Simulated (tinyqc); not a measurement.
UHF in the 6-31g basis, for H3+, spin multiplicity 1, step by step. One step of it, computed by the program tinyqc.

Task: Iteration 3: building the Fock matrix. J_ij = sum D_kl (ij|kl) with D = D(alpha) + D(beta), K_ij = sum D_kl (ik|jl) for each spin; F = H + J - K(s); E = tr D H + tr D J / 2 - 0.5 sum_s tr D(s) K(s) + E_nn.

D(alpha) after iteration 2:
```
           1H 1s      1H 2s      2H 1s      2H 2s      3H 1s      3H 2s
1H 1s   0.129579   0.131932   0.036478  -0.018568   0.126409   0.051248
1H 2s   0.131932   0.134336   0.037268  -0.018944   0.128718   0.052069
2H 1s   0.036478   0.037268   0.012219  -0.005741   0.035729   0.012725
2H 2s  -0.018568  -0.018944  -0.005741   0.002872  -0.018206  -0.006907
3H 1s   0.126409   0.128718   0.035729  -0.018206   0.123366   0.049878
3H 2s   0.051248   0.052069   0.012725  -0.006907   0.049878   0.021755
```

D(beta) after iteration 2:
```
           1H 1s      1H 2s      2H 1s      2H 2s      3H 1s      3H 2s
1H 1s   0.129608   0.131900   0.126456   0.051243   0.036451  -0.018562
1H 2s   0.131900   0.134241   0.128705   0.052039   0.037222  -0.018928
2H 1s   0.126456   0.128705   0.123430   0.049881   0.035706  -0.018202
2H 2s   0.051243   0.052039   0.049881   0.021747   0.012708  -0.006904
3H 1s   0.036451   0.037222   0.035706   0.012708   0.012204  -0.005732
3H 2s  -0.018562  -0.018928  -0.018202  -0.006904  -0.005732   0.002868
```

core Hamiltonian H = T + V (hartree):
```
           1H 1s      1H 2s      2H 1s      2H 2s      3H 1s      3H 2s
1H 1s  -1.469606  -1.258138  -0.768565  -0.918097  -0.767996  -0.917824
1H 2s  -1.258138  -1.389297  -0.838074  -1.106649  -0.837769  -1.106451
2H 1s  -0.768565  -0.838074  -1.168669  -1.071177  -0.085982  -0.344250
2H 2s  -0.918097  -1.106649  -1.071177  -1.196556  -0.344212  -0.642563
3H 1s  -0.767996  -0.837769  -0.085982  -0.344212  -1.168428  -1.071044
3H 2s  -0.917824  -1.106451  -0.344250  -0.642563  -1.071044  -1.196462
```

Two-electron integrals (ij|kl) in chemists' order, unique and non-zero (hartree):
```
(11|11) 1.076566   (21|11) 0.578470   (21|21) 0.329423   (22|11) 0.587396
(22|21) 0.361304   (22|22) 0.453150   (31|11) 0.296866   (31|21) 0.170891
(31|22) 0.189661   (31|31) 0.114452   (32|11) 0.291796   (32|21) 0.179241
(32|22) 0.221472   (32|31) 0.127562   (32|32) 0.161335   (33|11) 0.586347
(33|21) 0.369033   (33|22) 0.470870   (33|31) 0.296866   (33|32) 0.397979
(33|33) 1.076566   (41|11) 0.397979   (41|21) 0.227704   (41|22) 0.251603
(41|31) 0.127562   (41|32) 0.137112   (41|33) 0.291796   (41|41) 0.161335
(42|11) 0.445517   (42|21) 0.276054   (42|22) 0.351997   (42|31) 0.161568
(42|32) 0.199574   (42|33) 0.445517   (42|41) 0.199574   (42|42) 0.293625
(43|11) 0.369033   (43|21) 0.231228   (43|22) 0.297122   (43|31) 0.170891
(43|32) 0.227704   (43|33) 0.578470   (43|41) 0.179241   (43|42) 0.276054
(43|43) 0.329423   (44|11) 0.470870   (44|21) 0.297122   (44|22) 0.395327
(44|31) 0.189661   (44|32) 0.251603   (44|33) 0.587396   (44|41) 0.221472
(44|42) 0.351997   (44|43) 0.361304   (44|44) 0.453150   (51|11) 0.296583
(51|21) 0.170733   (51|22) 0.189497   (51|31) 0.071486   (51|32) 0.072990
(51|33) 0.141959   (51|41) 0.109763   (51|42) 0.130667   (51|43) 0.092539
(51|44) 0.131046   (51|51) 0.114260   (52|11) 0.291646   (52|21) 0.179156
(52|22) 0.221383   (52|31) 0.073022   (52|32) 0.078820   (52|33) 0.155064
(52|41) 0.113951   (52|42) 0.148385   (52|43) 0.101616   (52|44) 0.148815
(52|51) 0.127413   (52|52) 0.161239   (53|11) 0.021435   (53|21) 0.011974
(53|22) 0.012679   (53|31) 0.006221   (53|32) 0.006344   (53|33) 0.012993
(53|41) 0.008265   (53|42) 0.009656   (53|43) 0.008107   (53|44) 0.010301
(53|51) 0.006217   (53|52) 0.006342   (53|53) 0.000440   (54|11) 0.112907
(54|21) 0.067927   (54|22) 0.080854   (54|31) 0.028681   (54|32) 0.030505
(54|33) 0.060053   (54|41) 0.043787   (54|42) 0.055505   (54|43) 0.039155
(54|44) 0.056139   (54|51) 0.045637   (54|52) 0.054830   (54|53) 0.002426
(54|54) 0.019149   (55|11) 0.586148   (55|21) 0.368928   (55|22) 0.470792
(55|31) 0.142055   (55|32) 0.155103   (55|33) 0.304941   (55|41) 0.229058
(55|42) 0.304118   (55|43) 0.200616   (55|44) 0.300045   (55|51) 0.296583
(55|52) 0.397855   (55|53) 0.012993   (55|54) 0.130232   (55|55) 1.076566
(61|11) 0.397855   (61|21) 0.227634   (61|22) 0.251527   (61|31) 0.109829
(61|32) 0.113968   (61|33) 0.229044   (61|41) 0.153673   (61|42) 0.185505
(61|43) 0.145927   (61|44) 0.194703   (61|51) 0.127413   (61|52) 0.137015
(61|53) 0.008263   (61|54) 0.050977   (61|55) 0.291646   (61|61) 0.161239
(62|11) 0.445414   (62|21) 0.275992   (62|22) 0.351923   (62|31) 0.130750
(62|32) 0.148410   (62|33) 0.304092   (62|41) 0.185520   (62|42) 0.256142
(62|43) 0.195744   (62|44) 0.274079   (62|51) 0.161406   (62|52) 0.199476
(62|53) 0.009655   (62|54) 0.070309   (62|55) 0.445414   (62|61) 0.199476
(62|62) 0.293518   (63|11) 0.112932   (63|21) 0.067939   (63|22) 0.080862
(63|31) 0.045676   (63|32) 0.054846   (63|33) 0.130232   (63|41) 0.050998
(63|42) 0.070323   (63|43) 0.075524   (63|44) 0.085276   (63|51) 0.028662
(63|52) 0.030497   (63|53) 0.002426   (63|54) 0.011820   (63|55) 0.060053
(63|61) 0.043781   (63|62) 0.055500   (63|63) 0.019149   (64|11) 0.246742
(64|21) 0.151776   (64|22) 0.190376   (64|31) 0.079691   (64|32) 0.093072
(64|33) 0.197897   (64|41) 0.105702   (64|42) 0.147905   (64|43) 0.124871
(64|44) 0.166136   (64|51) 0.079630   (64|52) 0.093046   (64|53) 0.005329
(64|54) 0.033986   (64|55) 0.197897   (64|61) 0.105674   (64|62) 0.147882
(64|63) 0.033986   (64|64) 0.080012   (65|11) 0.368928   (65|21) 0.231173
(65|22) 0.297077   (65|31) 0.092602   (65|32) 0.101642   (65|33) 0.200616
(65|41) 0.145940   (65|42) 0.195761   (65|43) 0.131805   (65|44) 0.195822
(65|51) 0.170733   (65|52) 0.227634   (65|53) 0.008107   (65|54) 0.075524
(65|55) 0.578470   (65|61) 0.179156   (65|62) 0.275992   (65|63) 0.039155
(65|64) 0.124871   (65|65) 0.329423   (66|11) 0.470792   (66|21) 0.297077
(66|22) 0.395284   (66|31) 0.131141   (66|32) 0.148854   (66|33) 0.300045
(66|41) 0.194734   (66|42) 0.274109   (66|43) 0.195822   (66|44) 0.285890
(66|51) 0.189497   (66|52) 0.251527   (66|53) 0.010301   (66|54) 0.085276
(66|55) 0.587396   (66|61) 0.221383   (66|62) 0.351923   (66|63) 0.056139
(66|64) 0.166136   (66|65) 0.361304   (66|66) 0.453150
```

nuclear repulsion = 1.52401792 hartree

Give: Coulomb J; exchange K(alpha); exchange K(beta); F(alpha); F(beta); total energy of this density.

Result:

Coulomb J (hartree):
```
        1H 1s   1H 2s   2H 1s   2H 2s   3H 1s   3H 2s
1H 1s  1.4812  0.8689  0.4687  0.6044  0.4682  0.6042
1H 2s  0.8689  1.0090  0.5256  0.7826  0.5253  0.7824
2H 1s  0.4687  0.5256  1.1557  0.7017  0.0312  0.1924
2H 2s  0.6044  0.7826  0.7017  0.8741  0.1924  0.4240
3H 1s  0.4682  0.5253  0.0312  0.1924  1.1554  0.7015
3H 2s  0.6042  0.7824  0.1924  0.4240  0.7015  0.8740
```

exchange K(alpha) (hartree):
```
        1H 1s   1H 2s   2H 1s   2H 2s   3H 1s   3H 2s
1H 1s  0.5633  0.4571  0.2057  0.2979  0.3833  0.3954
1H 2s  0.4571  0.4193  0.1824  0.2698  0.3765  0.3800
2H 1s  0.2057  0.1824  0.1312  0.1412  0.1129  0.1392
2H 2s  0.2979  0.2698  0.1412  0.1870  0.2087  0.2283
3H 1s  0.3833  0.3765  0.1129  0.2087  0.4789  0.3931
3H 2s  0.3954  0.3800  0.1392  0.2283  0.3931  0.3704
```

exchange K(beta) (hartree):
```
        1H 1s   1H 2s   2H 1s   2H 2s   3H 1s   3H 2s
1H 1s  0.5634  0.4572  0.3835  0.3955  0.2055  0.2978
1H 2s  0.4572  0.4193  0.3767  0.3800  0.1823  0.2697
2H 1s  0.3835  0.3767  0.4792  0.3932  0.1129  0.2087
2H 2s  0.3955  0.3800  0.3932  0.3705  0.1391  0.2282
3H 1s  0.2055  0.1823  0.1129  0.1391  0.1310  0.1411
3H 2s  0.2978  0.2697  0.2087  0.2282  0.1411  0.1869
```

F(alpha) (hartree):
```
         1H 1s    1H 2s    2H 1s    2H 2s    3H 1s    3H 2s
1H 1s  -0.5517  -0.8463  -0.5056  -0.6115  -0.6831  -0.7090
1H 2s  -0.8463  -0.7996  -0.4950  -0.5938  -0.6890  -0.7040
2H 1s  -0.5056  -0.4950  -0.1441  -0.5107  -0.1677  -0.2910
2H 2s  -0.6115  -0.5938  -0.5107  -0.5094  -0.3605  -0.4469
3H 1s  -0.6831  -0.6890  -0.1677  -0.3605  -0.4919  -0.7626
3H 2s  -0.7090  -0.7040  -0.2910  -0.4469  -0.7626  -0.6929
```

F(beta) (hartree):
```
         1H 1s    1H 2s    2H 1s    2H 2s    3H 1s    3H 2s
1H 1s  -0.5518  -0.8464  -0.6834  -0.7092  -0.5053  -0.6114
1H 2s  -0.8464  -0.7995  -0.6892  -0.7040  -0.4947  -0.5937
2H 1s  -0.6834  -0.6892  -0.4921  -0.7627  -0.1677  -0.3605
2H 2s  -0.7092  -0.7040  -0.7627  -0.6929  -0.2909  -0.4468
3H 1s  -0.5053  -0.4947  -0.1677  -0.2909  -0.1440  -0.5106
3H 2s  -0.6114  -0.5937  -0.3605  -0.4468  -0.5106  -0.5093
```

total energy of this density = -1.198775 hartree

This density is a damped mixture and is not idempotent.
